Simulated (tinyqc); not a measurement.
Standing waves and exposure in a photoresist film: sweeps and comparisons. A value that a table varies takes the place of the one given here.

Normal incidence from air. Unexposed resist: N1 = n1 + i k1 with k1 = (A + B) lam/(4 pi), lam in micrometres. r01 = (1 - N1)/(1 + N1), t01 = 2/(1 + N1). Below the resist lie the layer Na = na + i ka and the substrate Ns = ns + i ks: r12 = (r1a + ras x)/(1 + r1a ras x), x = exp(4 pi i Na da/lam), r1a = (N1 - Na)/(N1 + Na), ras = (Na - Ns)/(Na + Ns). With p = exp(2 pi i N1 d/lam), the field at depth z is E(z) = t01 [exp(2 pi i N1 z/lam) + r12 p^2 exp(-2 pi i N1 z/lam)]/(1 + r01 r12 p^2), the relative intensity I(z) = n1 |E(z)|^2 and the reflectance R = |(r01 + r12 p^2)/(1 + r01 r12 p^2)|^2.

Values chosen for the exercise (a resist on Al, indices near tabulated ones; the results hold for these values, not for the real material): lam = 193 nm (vacuum wavelength); n1 = 1.698 (resist index); A = 0.06 1/micrometre (bleachable absorption (Dill A)); B = 0.94 1/micrometre (fixed absorption (Dill B)); d = 137 nm (resist thickness); ns = 0.108 (substrate n); ks = 2.259 (substrate k); na = 1.869 (n of the bottom antireflection layer); ka = 0.36 (its k); da = 79 nm (its thickness).

## Swing of the coupled dose with resist thickness

The mean of I is taken over 800 depths; the relative dose to clear is taken as 1/(mean of I over the lowest period, 60 depths), scaled to 1 in the first row.

Swing:
```
d (nm)       R  mean I  relative dose
137.0   0.0571  0.8785          1.000
146.5   0.0416  0.8945          0.994
155.9   0.0552  0.8827          1.019
165.4   0.0827  0.8529          1.060
174.9   0.0964  0.8323          1.085
184.4   0.0841  0.8362          1.080
193.8   0.0575  0.8567          1.059
203.3   0.0429  0.8695          1.054
212.8   0.0558  0.8570          1.080
222.2   0.0816  0.8298          1.121
231.7   0.0946  0.8115          1.147
241.2   0.0831  0.8157          1.142
250.7   0.0577  0.8345          1.122
```

What can be read from the table?

The period is 56.8 nm, six rows. The relative dose swings between 0.994 and 1.147, a ratio (max - min)/mean of 0.142, against the estimate 4 sqrt(|r01|^2 |r12|^2) exp(-(A + B) d) = 0.060 for the oscillating part alone; the ratio from the table also holds the slow rise from absorption, 12.2 % over two periods, so the two are not strictly comparable. The dose is least sensitive to thickness at an extremum; the lowest dose listed is at 146.5 nm.

## Tuning the antireflection layer

da takes the values listed; the contrast is (Imax - Imin)/(Imax + Imin) over the lowest period of the resist (60 depths).

Results:
```
da (nm)  |r12|^2  contrast
0         0.8966     0.995
10        0.4479     0.911
20        0.1524     0.670
30        0.1033     0.583
40        0.1362     0.643
50        0.1266     0.604
60        0.0579     0.432
75        0.0009     0.074
90        0.0272     0.311
110       0.0199     0.255
140       0.0132     0.206
```

What does this show, and why?

|r12|^2 starts at 0.8966 and is lowest, 0.0009, at 75 nm of those listed, where the contrast is 0.074 against 0.995. The contrast follows 2|r|/(1 + |r|^2), so even |r12|^2 = 0.01 leaves about 0.2. Values below 0.01 occur at 75 nm.

## What moves the exposure

The mean of I is over 800 depths. Each row changes one parameter from the base and keeps the others.

Results:
```
case                   |r12|^2       R  mean I  I at the bottom
base                    0.0045  0.0571  0.8785           0.7327
d = 147 nm              0.0045  0.0416  0.8946           0.7366
n1 = 1.715              0.0039  0.0571  0.8785           0.7401
B = 1.14 1/micrometre   0.0045  0.0576  0.8663           0.7126
ks = 2.033              0.0060  0.0532  0.8842           0.7166
da = 89 nm              0.0254  0.0173  0.9605           0.6360
ka = 0.468              0.0068  0.0364  0.9170           0.7409
```

What does this show?

The largest shifts from the base row, up to three for each result and ties (the steps differ in size, so this ranks the rows, not the parameters). |r12|^2: da +0.0209, ka +0.0023, ks +0.0016; unchanged at the printed digits by d and B. R: da -0.0398, ka -0.0207, d -0.0155; unchanged at the printed digits by n1. mean I: da +0.0820, ka +0.0385, d +0.0161; unchanged at the printed digits by n1. I at the bottom: da -0.0968, B -0.0201, ks -0.0161.

tinyqc: `OMP_NUM_THREADS=1 python tinyqc.py 1680839 1680840 out.jsonl`; about 0.01 s, one thread, shared Intel(R) Xeon(R) Processor @ 2.30GHz.
